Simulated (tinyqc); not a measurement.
Raising U: Hubbard chain of 5 sites, mean field against exact. Computed by the program tinyqc. 

one-body matrix (hopping and site energies) (eV):
```
,1,2,3,4,5
1,0.0000,-1.6500,0.0000,0.0000,0.0000
2,-1.6500,0.0000,-1.6500,0.0000,0.0000
3,0.0000,-1.6500,0.0000,-1.6500,0.0000
4,0.0000,0.0000,-1.6500,0.0000,-1.6500
5,0.0000,0.0000,0.0000,-1.6500,0.0000
```

electrons, up and down: 3  1

Collinear unrestricted mean field (the lowest of 40 random starts) against exact diagonalisation.

Exact and mean-field results (eV):
```
U,U/t,E exact,E mean field,mean |n_up - n_down|,"double occupancy, exact",first gap in the sector
0.8200,0.4970,-6.910618,-6.891353,0.4000,0.1053,1.1929
1.6500,1.0000,-6.497670,-6.419601,0.4000,0.0937,1.1521
3.3000,2.0000,-5.815181,-5.512101,0.4000,0.0722,1.0307
4.9500,3.0000,-5.295300,-4.657199,0.4143,0.0545,0.8989
6.6000,4.0000,-4.903162,-4.050134,0.6461,0.0412,0.7805
9.9000,6.0000,-4.375793,-3.463762,0.7428,0.0245,0.6002
13.2000,8.0000,-4.050968,-3.177952,0.7696,0.0157,0.4796
19.8000,12.0000,-3.684569,-2.947829,0.7937,0.0078,0.3370
33.0000,20.0000,-3.365319,-2.836233,0.7978,0.0030,0.2086
```

In absolute terms mean field is worst at U/t = 6.0, 0.912 eV too high: at small U it is nearly exact, and at large U it still misses the motion of the hole through a fluctuating spin background. Relative to the exact energy its error is 0.3 % at the smallest U, 22 % at most and 16 % at the largest. The double occupancy falls from 0.105 to 0.003.
